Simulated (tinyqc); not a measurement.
# Worked calculation: single-junction solar cell, detailed-balance limit

Program tinyqc, `OMP_NUM_THREADS=1 python tinyqc.py 2820033 2820034 out.jsonl`; Intel Xeon 2.30GHz, shared host, one thread, about 0.01 s. Printed values are rounded.

Every photon above the gap Eg makes one pair and none below is absorbed; carriers thermalise at T and move without loss. Jsc = q fs X Phi(Eg, Ts); the dark current is J0 = q ge Phi(Eg, T)/ERE with the Boltzmann factor exp(V/Vt). The efficiency is the electrical power over fs X sigma Ts^4.

Values chosen for this exercise:

| symbol | value | unit | meaning |
|---|---|---|---|
| T | 280 | K | cell temperature |
| Ts | 5778 | K | temperature of the black-body sun |
| fs | 2.16e-5 |  | share of the hemisphere filled by the sun |
| X | 1000 |  | concentration |
| ERE | 0.3 |  | external radiative efficiency |
| ge | 1 |  | number of faces that emit |
| Eg | 2.27 | eV | band gap |

Constants: q = 1.602176634e-19 C, kB = 1.380649e-23 J/K, h = 6.62607015e-34 J s, c = 299792458 m/s, Vt = kB T/q. Results are converted to the units shown.

## Photon flux of the source, term by term

Photon flux above E from a black body at temperature T into a hemisphere: Phi(E, T) = A sum_k exp(-k E/th)[E^2 th/k + 2 E th^2/k^2 + 2 th^3/k^3], k = 1, 2, ..., with th = kB T/q in eV and A = 2 pi q^3/(h^3 c^2). The first six terms at E = Eg, T = Ts are listed; the flux takes all.

th = 0.4979095 eV
A = 9.883290e22 cm^-2 s^-1 eV^-3
terms k = 1..6 (eV^3): [0.04123916, 1.749172e-4, 1.136211e-6, 8.605643e-9, 7.053658e-11, 6.066334e-13]
Phi(Eg, Ts) = 4.093187e21 cm^-2 s^-1

The first term, the Boltzmann limit, holds 99.6 % of the flux.

## Photocurrent, dark current and incident power

Photon flux above E from a black body at temperature T into a hemisphere: Phi(E, T) = A sum_k exp(-k E/th)[E^2 th/k + 2 E th^2/k^2 + 2 th^3/k^3], k = 1, 2, ..., with th = kB T/q in eV and A = 2 pi q^3/(h^3 c^2). Jsc = q fs X Phi(Eg, Ts), J0 = q ge Phi(Eg, T)/ERE. Pin = fs X sigma Ts^4, sigma = 2 pi^5 kB^4/(15 h^3 c^2).

Jsc = 14165.30 mA/cm^2
J0 = 9.291877e-35 mA/cm^2
Pin = 1.365135e5 mW/cm^2

## Iteration 1: maximum power point by substitution

v at the start = 0

v = Vmp/Vt solves (1 + v) exp(v) = 1 + Jsc/J0; v(new) = ln[(1 + Jsc/J0)/(1 + v)].

v after iteration 1 = 87.91989

## Iteration 2: maximum power point by substitution

As before.

v after iteration 2 = 83.43215

## Course of the iteration: maximum power point by substitution

Stop when v changes by less than 1e-10, or after 40 iterations.

Course of the iteration:
```
iteration,v,|change|
1,87.91989,87.9
2,83.43215,4.49
3,83.48394,0.0518
4,83.48333,6.13e-4
5,83.48333,7.26e-6
6,83.48333,8.59e-8
7,83.48333,1.02e-9
8,83.48333,1.20e-11
```

Converged in 8 iterations. At the end each change is about 0.012 times the one before, with alternating sign: linear convergence.

## Voltages, fill factor and efficiency

v = 83.48333

Voc = Vt ln(1 + Jsc/J0), Vmp = v Vt, Jmp = Jsc - J0 (exp(v) - 1), FF = Vmp Jmp/(Voc Jsc), efficiency Vmp Jmp/Pin.

Voc = 2.121378 V
Eg/q - Voc = 0.1486221 V
Vmp = 2.014330 V
Jmp = 13997.63 mA/cm^2
FF = 0.9382993
efficiency = 20.65426 %

Of the voltage deficit, Vt ln(1/ERE) = 29.1 mV is due to non-radiative recombination.
